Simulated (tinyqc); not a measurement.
Quantum point contact as a saddle point: conductance steps.

Potential V0 - m wx^2 x^2/2 + m wy^2 y^2/2; energies are counted from V0. Mode n = 0, 1, ... transmits T_n(E) = 1/(1 + exp(-2 pi (E - E_n)/wx)), E_n = wy (n + 1/2); each mode carries 2 q^2/h.

g(T) = int g(E) (-df/dE) dE = int g(mu + x kB T) dx/(4 cosh^2(x/2)), g(E) the zero-temperature value at E, g = G/(2 q^2/h).

Values chosen for this exercise:
- T = 1 K (temperature)
- wy = 4 meV (transverse quantum hbar wy)
- wx = 1.4 meV (curvature of the barrier hbar wx)

Constants: q = 1.602176634e-19 C, kB = 1.380649e-23 J/K, Vt = kB T/q. Results are converted to the units shown.

Conductance steps:
```
mu (meV)  g at T = 0      g(T)  dg/dmu (1/meV)
0           1.264e-4  1.638e-4        7.348e-4
1            0.01112   0.01417         0.06193
2             0.5000    0.5000           1.015
3             0.9889    0.9858         0.06194
4              1.000     1.000        0.001470
5              1.011     1.014         0.06194
6              1.500     1.500           1.015
7              1.989     1.986         0.06194
8              2.000     2.000        0.001470
9              2.011     2.014         0.06194
10             2.500     2.500           1.015
11             2.989     2.986         0.06194
12             3.000     3.000        0.001470
13             3.011     3.014         0.06194
14             3.500     3.500           1.015
```

g rises from 1.64e-4 to 3.50. The slope is smallest, 0.00147 per meV, at mu = 4 meV (g = 1.00) and largest, 1.01, at 10 meV among the rows after the first. A riser is wx/(2 pi) = 0.223 meV wide by tunnelling and kB T = 0.0862 meV by heat, against the spacing wy = 4 meV.

Program tinyqc, `OMP_NUM_THREADS=1 python tinyqc.py 2740017 2740018 out.jsonl`; Intel Xeon 2.30GHz, shared host, one thread, about 0.04 s.
